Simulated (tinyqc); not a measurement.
Worked calculation (part 1 of 2): UHF in the sto-3g basis, for BeH2, spin multiplicity 1. Computed by tinyqc, a small Python program that keeps every step (integrals from PySCF). Settings: charge = 0, multiplicity = 1, basis = sto-3g, energy threshold = 1e-09, iteration cap = 88, orthogonalisation = symmetric, start = Wolfsberg-Helmholz matrix, DIIS depth = 6, method = UHF, break = 0.2. Command: `OMP_NUM_THREADS=1 python tinyqc.py 24296 24297 out.jsonl` (the two numbers bound the seeds that draw the settings). One thread of a shared host (Intel(R) Xeon(R) Processor @ 2.60GHz), about 0.1 s of CPU time with the checks. Later iterations appear only in the table of the cycle.

## One-electron integrals

Geometry (angstrom):
```
atom         x          y         z
Be    0.000000   0.000000  0.000000
H     0.000000   1.365000  0.000000
H     0.000000  -1.365000  0.000000
```

Basis sto-3g: exponents (1/bohr^2) and contraction coefficients of normalised primitives:
```
element  l (shell)   exponent  coefficient
Be           s (1)  30.167871     0.154329
Be           s (1)   5.495115     0.535328
Be           s (1)   1.487193     0.444635
Be           s (2)   1.314833    -0.099967
Be           s (2)   0.305539     0.399513
Be           s (2)   0.099371     0.700115
Be           p (3)   1.314833     0.155916
Be           p (3)   0.305539     0.607684
Be           p (3)   0.099371     0.391957
H            s (1)   3.425251     0.154329
H            s (1)   0.623914     0.535328
H            s (1)   0.168855     0.444635
```

Overlap, kinetic and nuclear-attraction integrals over the contracted functions; the nuclear repulsion is the sum of Za Zb / Rab.

nuclear repulsion = 3.29524271 hartree

overlap S, lower triangle:
```
           1Be 1s    1Be 2s   1Be 2px    1Be 2py   1Be 2pz     2H 1s     3H 1s
1Be 1s   1.000000
1Be 2s   0.259517  1.000000
1Be 2px  0.000000  0.000000  1.000000
1Be 2py  0.000000  0.000000  0.000000   1.000000
1Be 2pz  0.000000  0.000000  0.000000   0.000000  1.000000
2H 1s    0.065758  0.449887  0.000000   0.518757  0.000000  1.000000
3H 1s    0.065758  0.449887  0.000000  -0.518757  0.000000  0.031759  1.000000
```

kinetic energy T (hartree), lower triangle:
```
            1Be 1s    1Be 2s   1Be 2px    1Be 2py   1Be 2pz      2H 1s     3H 1s
1Be 1s    6.693975
1Be 2s   -0.033012  0.211111
1Be 2px   0.000000  0.000000  0.660592
1Be 2py   0.000000  0.000000  0.000000   0.660592
1Be 2pz   0.000000  0.000000  0.000000   0.000000  0.660592
2H 1s    -0.016047  0.065291  0.000000   0.185613  0.000000   0.760032
3H 1s    -0.016047  0.065291  0.000000  -0.185613  0.000000  -0.008964  0.760032
```

nuclear attraction V (hartree), lower triangle:
```
             1Be 1s     1Be 2s    1Be 2px    1Be 2py    1Be 2pz      2H 1s      3H 1s
1Be 1s   -15.336443
1Be 2s    -2.100462  -3.041576
1Be 2px    0.000000   0.000000  -2.947444
1Be 2py    0.000000   0.000000   0.000000  -3.174959
1Be 2pz    0.000000   0.000000   0.000000   0.000000  -2.947444
2H 1s     -0.531209  -1.321281   0.000000  -1.489481   0.000000  -2.960070
3H 1s     -0.531209  -1.321281   0.000000   1.489481   0.000000  -0.109250  -2.960070
```

core Hamiltonian H = T + V (hartree), lower triangle:
```
            1Be 1s     1Be 2s    1Be 2px    1Be 2py    1Be 2pz      2H 1s      3H 1s
1Be 1s   -8.642468
1Be 2s   -2.133474  -2.830465
1Be 2px   0.000000   0.000000  -2.286852
1Be 2py   0.000000   0.000000   0.000000  -2.514367
1Be 2pz   0.000000   0.000000   0.000000   0.000000  -2.286852
2H 1s    -0.547256  -1.255989   0.000000  -1.303868   0.000000  -2.200038
3H 1s    -0.547256  -1.255989   0.000000   1.303868   0.000000  -0.118214  -2.200038
```

## Two-electron integrals

Functions are numbered as in S; the eight-fold symmetry (ij|kl) = (ji|kl) = (kl|ij) leaves the list below.

Two-electron integrals (ij|kl) in chemists' order, unique and non-zero (hartree):
```
(11|11) 2.298831    (21|11) 0.392036    (21|21) 0.079539    (22|11) 0.570988
(22|21) 0.143041    (22|22) 0.417683    (31|31) 0.014607    (32|31) 0.021888
(32|32) 0.092265    (33|11) 0.569578    (33|21) 0.143083    (33|22) 0.417589
(33|33) 0.449859    (41|41) 0.014607    (42|41) 0.021888    (42|42) 0.092265
(43|43) 0.024249    (44|11) 0.569578    (44|21) 0.143083    (44|22) 0.417589
(44|33) 0.401360    (44|44) 0.449859    (51|51) 0.014607    (52|51) 0.021888
(52|52) 0.092265    (53|53) 0.024249    (54|54) 0.024249    (55|11) 0.569578
(55|21) 0.143083    (55|22) 0.417589    (55|33) 0.401360    (55|44) 0.401360
(55|55) 0.449859    (61|11) 0.098300    (61|21) 0.019927    (61|22) 0.036100
(61|33) 0.035837    (61|41) 0.001786    (61|42) 0.003340    (61|44) 0.036646
(61|55) 0.035837    (61|61) 0.005242    (62|11) 0.219391    (62|21) 0.055662
(62|22) 0.174719    (62|33) 0.168327    (62|41) 0.007320    (62|42) 0.043228
(62|44) 0.187345    (62|55) 0.168327    (62|61) 0.015412    (62|62) 0.105146
(63|31) 0.005349    (63|32) 0.024416    (63|43) 0.007671    (63|63) 0.010229
(64|11) 0.228734    (64|21) 0.058783    (64|22) 0.193631    (64|33) 0.182172
(64|41) 0.011986    (64|42) 0.067600    (64|44) 0.216353    (64|55) 0.182172
(64|61) 0.017089    (64|62) 0.133071    (64|64) 0.174819    (65|51) 0.005349
(65|52) 0.024416    (65|54) 0.007671    (65|65) 0.010229    (66|11) 0.384392
(66|21) 0.099340    (66|22) 0.347703    (66|33) 0.322434    (66|41) 0.016026
(66|42) 0.119558    (66|44) 0.397965    (66|55) 0.322434    (66|61) 0.028370
(66|62) 0.261011    (66|64) 0.351992    (66|66) 0.774606    (71|11) 0.098300
(71|21) 0.019927    (71|22) 0.036100    (71|33) 0.035837    (71|41) -0.001786
(71|42) -0.003340   (71|44) 0.036646    (71|55) 0.035837    (71|61) 0.004777
(71|62) 0.012998    (71|64) 0.013172    (71|66) 0.022826    (71|71) 0.005242
(72|11) 0.219391    (72|21) 0.055662    (72|22) 0.174719    (72|33) 0.168327
(72|41) -0.007320   (72|42) -0.043228   (72|44) 0.187345    (72|55) 0.168327
(72|61) 0.012998    (72|62) 0.056787    (72|64) 0.056863    (72|66) 0.104729
(72|71) 0.015412    (72|72) 0.105146    (73|31) 0.005349    (73|32) 0.024416
(73|43) -0.007671   (73|63) 0.004486    (73|73) 0.010229    (74|11) -0.228734
(74|21) -0.058783   (74|22) -0.193631   (74|33) -0.182172   (74|41) 0.011986
(74|42) 0.067600    (74|44) -0.216353   (74|55) -0.182172   (74|61) -0.013172
(74|62) -0.056863   (74|64) -0.054313   (74|66) -0.102897   (74|71) -0.017089
(74|72) -0.133071   (74|74) 0.174819    (75|51) 0.005349    (75|52) 0.024416
(75|54) -0.007671   (75|65) 0.004486    (75|75) 0.010229    (76|11) 0.020081
(76|21) 0.004964    (76|22) 0.013960    (76|33) 0.013737    (76|44) 0.014399
(76|55) 0.013737    (76|61) 0.001258    (76|62) 0.005996    (76|64) 0.006754
(76|66) 0.012265    (76|71) 0.001258    (76|72) 0.005996    (76|74) -0.006754
(76|76) 0.000475    (77|11) 0.384392    (77|21) 0.099340    (77|22) 0.347703
(77|33) 0.322434    (77|41) -0.016026   (77|42) -0.119558   (77|44) 0.397965
(77|55) 0.322434    (77|61) 0.022826    (77|62) 0.104729    (77|64) 0.102897
(77|66) 0.193802    (77|71) 0.028370    (77|72) 0.261011    (77|74) -0.351992
(77|76) 0.012265    (77|77) 0.774606
```

## Orthogonalisation

S = U s U^T; symmetric (Loewdin) form X = U s^(-1/2) U^T, so that X^T S X = 1.

eigenvalues of S: 0.250316  0.355009  0.939885  1.000000  1.000000  1.717925  1.736865

X, lower triangle:
```
            1Be 1s     1Be 2s   1Be 2px    1Be 2py   1Be 2pz      2H 1s     3H 1s
1Be 1s    1.028437
1Be 2s   -0.153171   1.247403
1Be 2px   0.000000   0.000000  1.000000
1Be 2py   0.000000   0.000000  0.000000   1.367474
1Be 2pz   0.000000   0.000000  0.000000   0.000000  1.000000
2H 1s     0.018590  -0.304894  0.000000  -0.436814  0.000000   1.293492
3H 1s     0.018590  -0.304894  0.000000   0.436814  0.000000  -0.100725  1.293492
```

## Starting guess

The start is the generalised Wolfsberg-Helmholz matrix (K = 1.75) built on H, with HOMO and LUMO mixed by +/-0.2 rad for the two spins; D(s) = C_occ C_occ^T for each spin.

D(alpha) at the start, lower triangle:
```
            1Be 1s    1Be 2s   1Be 2px    1Be 2py   1Be 2pz     2H 1s     3H 1s
1Be 1s    1.022199
1Be 2s   -0.068058  0.321154
1Be 2px  -0.047321  0.111409  0.039206
1Be 2py   0.000000  0.000000  0.000000   0.358492
1Be 2pz  -0.003882  0.009140  0.003216   0.000000  0.000264
2H 1s    -0.101978  0.212531  0.075067   0.202455  0.006158  0.258199
3H 1s    -0.101978  0.212531  0.075067  -0.202455  0.006158  0.029529  0.258199
```

D(beta) at the start, lower triangle:
```
            1Be 1s     1Be 2s    1Be 2px    1Be 2py    1Be 2pz     2H 1s     3H 1s
1Be 1s    1.022199
1Be 2s   -0.068058   0.321154
1Be 2px   0.047321  -0.111409   0.039206
1Be 2py   0.000000   0.000000   0.000000   0.358492
1Be 2pz   0.003882  -0.009140   0.003216   0.000000   0.000264
2H 1s    -0.101978   0.212531  -0.075067   0.202455  -0.006158  0.258199
3H 1s    -0.101978   0.212531  -0.075067  -0.202455  -0.006158  0.029529  0.258199
```

## Iteration 1: building the Fock matrix

J_ij = sum D_kl (ij|kl) with D = D(alpha) + D(beta), K_ij = sum D_kl (ik|jl) for each spin; F = H + J - K(s); E = tr D H + tr D J / 2 - 0.5 sum_s tr D(s) K(s) + E_nn.

Coulomb J (hartree), lower triangle:
```
           1Be 1s    1Be 2s   1Be 2px    1Be 2py   1Be 2pz     2H 1s     3H 1s
1Be 1s   6.475753
1Be 2s   1.262360  2.671020
1Be 2px  0.000000  0.000000  2.603614
1Be 2py  0.000000  0.000000  0.000000   2.799706
1Be 2pz  0.000000  0.000000  0.000312   0.000000  2.599837
2H 1s    0.318988  1.162664  0.000000   1.315874  0.000000  2.452877
3H 1s    0.318988  1.162664  0.000000  -1.315874  0.000000  0.092908  2.452877
```

exchange K(alpha) (hartree), lower triangle:
```
            1Be 1s    1Be 2s   1Be 2px    1Be 2py   1Be 2pz     2H 1s     3H 1s
1Be 1s    2.309136
1Be 2s    0.414352  0.451177
1Be 2px  -0.003082  0.077933  0.098253
1Be 2py   0.000000  0.000000  0.000000   0.518665
1Be 2pz  -0.000253  0.006394  0.001369   0.000000  0.081679
2H 1s     0.104915  0.305024  0.045864   0.342763  0.003763  0.548195
3H 1s     0.104915  0.305024  0.045864  -0.342763  0.003763  0.017351  0.548195
```

exchange K(beta) (hartree), lower triangle:
```
           1Be 1s     1Be 2s    1Be 2px    1Be 2py    1Be 2pz     2H 1s     3H 1s
1Be 1s   2.309136
1Be 2s   0.414352   0.451177
1Be 2px  0.003082  -0.077933   0.098253
1Be 2py  0.000000   0.000000   0.000000   0.518665
1Be 2pz  0.000253  -0.006394   0.001369   0.000000   0.081679
2H 1s    0.104915   0.305024  -0.045864   0.342763  -0.003763  0.548195
3H 1s    0.104915   0.305024  -0.045864  -0.342763  -0.003763  0.017351  0.548195
```

F(alpha) (hartree), lower triangle:
```
            1Be 1s     1Be 2s    1Be 2px    1Be 2py    1Be 2pz      2H 1s      3H 1s
1Be 1s   -4.475852
1Be 2s   -1.285466  -0.610623
1Be 2px   0.003082  -0.077933   0.218509
1Be 2py   0.000000   0.000000   0.000000  -0.233327
1Be 2pz   0.000253  -0.006394  -0.001057   0.000000   0.231306
2H 1s    -0.333182  -0.398350  -0.045864  -0.330758  -0.003763  -0.295355
3H 1s    -0.333182  -0.398350  -0.045864   0.330758  -0.003763  -0.042657  -0.295355
```

F(beta) (hartree), lower triangle:
```
            1Be 1s     1Be 2s    1Be 2px    1Be 2py   1Be 2pz      2H 1s      3H 1s
1Be 1s   -4.475852
1Be 2s   -1.285466  -0.610623
1Be 2px  -0.003082   0.077933   0.218509
1Be 2py   0.000000   0.000000   0.000000  -0.233327
1Be 2pz  -0.000253   0.006394  -0.001057   0.000000  0.231306
2H 1s    -0.333182  -0.398350   0.045864  -0.330758  0.003763  -0.295355
3H 1s    -0.333182  -0.398350   0.045864   0.330758  0.003763  -0.042657  -0.295355
```

total energy of this density = -15.52147044 hartree

## Iteration 1: diagonalisation and new density

Diagonalise F' = X^T F X, C = X C', fill 3 alpha and 3 beta electrons from the bottom; D(s) = C_occ C_occ^T. Each column has its largest component positive (the first on a tie).

F' = X^T F X (alpha) (hartree), lower triangle:
```
           1          2          3          4          5          6         7
1  -4.364542
2  -0.698519  -0.083002
3   0.013401  -0.069718   0.218509
4   0.000000   0.000000   0.000000   0.257537
5   0.001099  -0.005720  -0.001057   0.000000   0.231306
6  -0.046494  -0.324039  -0.030887  -0.463559  -0.002534   0.103525
7  -0.046494  -0.324039  -0.030887   0.463559  -0.002534  -0.121972  0.103525
```

orbital energies (alpha) (hartree): MO1 -4.479864, MO2 -0.445471, MO3 -0.414250, MO4 0.226281, MO5 0.231392, MO6 0.451484, MO7 0.897284

coefficients C (alpha):
```
               MO1        MO2        MO3        MO4        MO5        MO6        MO7
1Be 1s    0.991004  -0.220104   0.000000   0.005621   0.000000  -0.226425   0.000000
1Be 2s    0.035069   0.552969   0.000000   0.046810   0.000000   1.206731   0.000000
1Be 2px  -0.000152   0.120625   0.000000   0.984899  -0.081765  -0.093475   0.000000
1Be 2py   0.000000   0.000000   0.512949   0.000000   0.000000   0.000000   1.410135
1Be 2pz  -0.000013   0.009896   0.000000   0.080800   0.996652  -0.007669   0.000000
2H 1s    -0.004311   0.395837   0.400494  -0.123966   0.000000  -0.795349  -1.001165
3H 1s    -0.004311   0.395837  -0.400494  -0.123966   0.000000  -0.795349   1.001165
```

F' = X^T F X (beta) (hartree), lower triangle:
```
           1          2          3          4         5          6         7
1  -4.364542
2  -0.698519  -0.083002
3  -0.013401   0.069718   0.218509
4   0.000000   0.000000   0.000000   0.257537
5  -0.001099   0.005720  -0.001057   0.000000  0.231306
6  -0.046494  -0.324039   0.030887  -0.463559  0.002534   0.103525
7  -0.046494  -0.324039   0.030887   0.463559  0.002534  -0.121972  0.103525
```

orbital energies (beta) (hartree): MO1 -4.479864, MO2 -0.445471, MO3 -0.414250, MO4 0.226281, MO5 0.231392, MO6 0.451484, MO7 0.897284

coefficients C (beta):
```
               MO1        MO2        MO3        MO4        MO5        MO6        MO7
1Be 1s    0.991004  -0.220104   0.000000  -0.005621   0.000000  -0.226425   0.000000
1Be 2s    0.035069   0.552969   0.000000  -0.046810   0.000000   1.206731   0.000000
1Be 2px   0.000152  -0.120625   0.000000   0.984899  -0.081765   0.093475   0.000000
1Be 2py   0.000000   0.000000   0.512949   0.000000   0.000000   0.000000   1.410135
1Be 2pz   0.000013  -0.009896   0.000000   0.080800   0.996652   0.007669   0.000000
2H 1s    -0.004311   0.395837   0.400494   0.123966   0.000000  -0.795349  -1.001165
3H 1s    -0.004311   0.395837  -0.400494   0.123966   0.000000  -0.795349   1.001165
```

D(alpha) after iteration 1, lower triangle:
```
            1Be 1s    1Be 2s   1Be 2px    1Be 2py   1Be 2pz      2H 1s     3H 1s
1Be 1s    1.030535
1Be 2s   -0.086957  0.307005
1Be 2px  -0.026701  0.066697  0.014550
1Be 2py   0.000000  0.000000  0.000000   0.263117
1Be 2pz  -0.002191  0.005472  0.001194   0.000000  0.000098
2H 1s    -0.091397  0.218734  0.047748   0.205433  0.003917   0.317101
3H 1s    -0.091397  0.218734  0.047748  -0.205433  0.003917  -0.003690  0.317101
```

D(beta) after iteration 1, lower triangle:
```
            1Be 1s     1Be 2s    1Be 2px    1Be 2py    1Be 2pz      2H 1s     3H 1s
1Be 1s    1.030535
1Be 2s   -0.086957   0.307005
1Be 2px   0.026701  -0.066697   0.014550
1Be 2py   0.000000   0.000000   0.000000   0.263117
1Be 2pz   0.002191  -0.005472   0.001194   0.000000   0.000098
2H 1s    -0.091397   0.218734  -0.047748   0.205433  -0.003917   0.317101
3H 1s    -0.091397   0.218734  -0.047748  -0.205433  -0.003917  -0.003690  0.317101
```

## Iteration 2: building the Fock matrix

As before.

Coulomb J (hartree), lower triangle:
```
           1Be 1s    1Be 2s   1Be 2px    1Be 2py   1Be 2pz     2H 1s     3H 1s
1Be 1s   6.443915
1Be 2s   1.253034  2.653926
1Be 2px  0.000000  0.000000  2.581470
1Be 2py  0.000000  0.000000  0.000000   2.790236
1Be 2pz  0.000000  0.000000  0.000116   0.000000  2.580068
2H 1s    0.316683  1.162849  0.000000   1.320864  0.000000  2.479131
3H 1s    0.316683  1.162849  0.000000  -1.320864  0.000000  0.092436  2.479131
```

exchange K(alpha) (hartree), lower triangle:
```
            1Be 1s    1Be 2s   1Be 2px    1Be 2py   1Be 2pz     2H 1s     3H 1s
1Be 1s    2.315575
1Be 2s    0.407888  0.445254
1Be 2px  -0.000662  0.048007  0.084664
1Be 2py   0.000000  0.000000  0.000000   0.502112
1Be 2pz  -0.000054  0.003938  0.000508   0.000000  0.078513
2H 1s     0.105361  0.311215  0.028510   0.347919  0.002339  0.580076
3H 1s     0.105361  0.311215  0.028510  -0.347919  0.002339  0.017467  0.580076
```

exchange K(beta) (hartree), lower triangle:
```
           1Be 1s     1Be 2s    1Be 2px    1Be 2py    1Be 2pz     2H 1s     3H 1s
1Be 1s   2.315575
1Be 2s   0.407888   0.445254
1Be 2px  0.000662  -0.048007   0.084664
1Be 2py  0.000000   0.000000   0.000000   0.502112
1Be 2pz  0.000054  -0.003938   0.000508   0.000000   0.078513
2H 1s    0.105361   0.311215  -0.028510   0.347919  -0.002339  0.580076
3H 1s    0.105361   0.311215  -0.028510  -0.347919  -0.002339  0.017467  0.580076
```

F(alpha) (hartree), lower triangle:
```
            1Be 1s     1Be 2s    1Be 2px    1Be 2py    1Be 2pz      2H 1s      3H 1s
1Be 1s   -4.514129
1Be 2s   -1.288329  -0.621793
1Be 2px   0.000662  -0.048007   0.209953
1Be 2py   0.000000   0.000000   0.000000  -0.226243
1Be 2pz   0.000054  -0.003938  -0.000392   0.000000   0.214703
2H 1s    -0.335934  -0.404355  -0.028510  -0.330923  -0.002339  -0.300982
3H 1s    -0.335934  -0.404355  -0.028510   0.330923  -0.002339  -0.043245  -0.300982
```

F(beta) (hartree), lower triangle:
```
            1Be 1s     1Be 2s    1Be 2px    1Be 2py   1Be 2pz      2H 1s      3H 1s
1Be 1s   -4.514129
1Be 2s   -1.288329  -0.621793
1Be 2px  -0.000662   0.048007   0.209953
1Be 2py   0.000000   0.000000   0.000000  -0.226243
1Be 2pz  -0.000054   0.003938  -0.000392   0.000000  0.214703
2H 1s    -0.335934  -0.404355   0.028510  -0.330923  0.002339  -0.300982
3H 1s    -0.335934  -0.404355   0.028510   0.330923  0.002339  -0.043245  -0.300982
```

total energy of this density = -15.54947181 hartree

## Iteration 2: DIIS over 2 matrices

error matrix X^T (FDS - SDF) X (alpha):
```
           1          2          3          4          5          6          7
1   0.000000  -0.007068   0.006062   0.000000   0.000497   0.004852   0.004852
2   0.007068   0.000000  -0.020720   0.000000  -0.001700  -0.001967  -0.001967
3  -0.006062   0.020720   0.000000   0.000000   0.000000   0.015240   0.015240
4   0.000000   0.000000   0.000000   0.000000   0.000000   0.006469  -0.006469
5  -0.000497   0.001700   0.000000   0.000000   0.000000   0.001250   0.001250
6  -0.004852   0.001967  -0.015240  -0.006469  -0.001250   0.000000   0.000000
7  -0.004852   0.001967  -0.015240   0.006469  -0.001250   0.000000   0.000000
```

B (overlaps of the stored error matrices):
```
               1              2
1  7.0444624e-02  1.2652187e-02
2  1.2652187e-02  4.5011886e-03
```

Minimise |sum c_i e_i|^2 with sum c_i = 1: solve [B -1; -1 0][c; lambda] = [0; -1] with B_ij = tr e_i^T e_j summed over both spins, and take F = sum c_i F_i.

DIIS coefficients: -0.164197  1.164197

extrapolated F(alpha) (hartree), lower triangle:
```
            1Be 1s     1Be 2s    1Be 2px    1Be 2py    1Be 2pz      2H 1s      3H 1s
1Be 1s   -4.520414
1Be 2s   -1.288799  -0.623627
1Be 2px   0.000265  -0.043093   0.208549
1Be 2py   0.000000   0.000000   0.000000  -0.225080
1Be 2pz   0.000022  -0.003535  -0.000283   0.000000   0.211976
2H 1s    -0.336385  -0.405341  -0.025660  -0.330950  -0.002105  -0.301906
3H 1s    -0.336385  -0.405341  -0.025660   0.330950  -0.002105  -0.043341  -0.301906
```

extrapolated F(beta) (hartree), lower triangle:
```
            1Be 1s     1Be 2s    1Be 2px    1Be 2py   1Be 2pz      2H 1s      3H 1s
1Be 1s   -4.520414
1Be 2s   -1.288799  -0.623627
1Be 2px  -0.000265   0.043093   0.208549
1Be 2py   0.000000   0.000000   0.000000  -0.225080
1Be 2pz  -0.000022   0.003535  -0.000283   0.000000  0.211976
2H 1s    -0.336385  -0.405341   0.025660  -0.330950  0.002105  -0.301906
3H 1s    -0.336385  -0.405341   0.025660   0.330950  0.002105  -0.043341  -0.301906
```
